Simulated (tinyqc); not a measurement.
Hall factor, magnetoresistance and optical conductivity for a power-law relaxation time: one step, computed by the program tinyqc. Command: `OMP_NUM_THREADS=1 python tinyqc.py 3009325 3009326 out.jsonl magneto walk`. One thread of a shared host (Intel(R) Xeon(R) Processor @ 2.30GHz), about 0.01 s of CPU time with the checks.

One spherical parabolic band, tau(E) = tau_0 x^s with x = E/(k_B T). Landau quantisation is left out.

Task: Limits. mu = e <tau>/m; weak field r_H = <tau^2>/<tau>^2 and MR = c (mu B)^2, c = <tau^3>/<tau>^3 - r_H^2; strong field r_H = 1 and MR = <tau> <1/tau> - 1.

Inputs (values chosen for the exercise, with a mass close to that of electrons in silicon): effective mass m = 0.26 m_0; tau_0 = 940 fs; temperature T = 150 K.

<tau>/tau_0 = 39.05732

<tau^2>/tau_0^2 = 1609.592

<tau^3>/tau_0^3 = 69944.28

<1/tau> tau_0 = 0.02713087

Constants: e = 1.602176634e-19 C; m_0 = 9.1093837015e-31 kg.

Give: drift mobility mu; weak-field Hall factor; coefficient c; saturation MR.

Result:

drift mobility mu = 2.484e+05 cm^2/(V s)

weak-field Hall factor = 1.055

coefficient c = 0.06061

saturation MR = 5.966 %
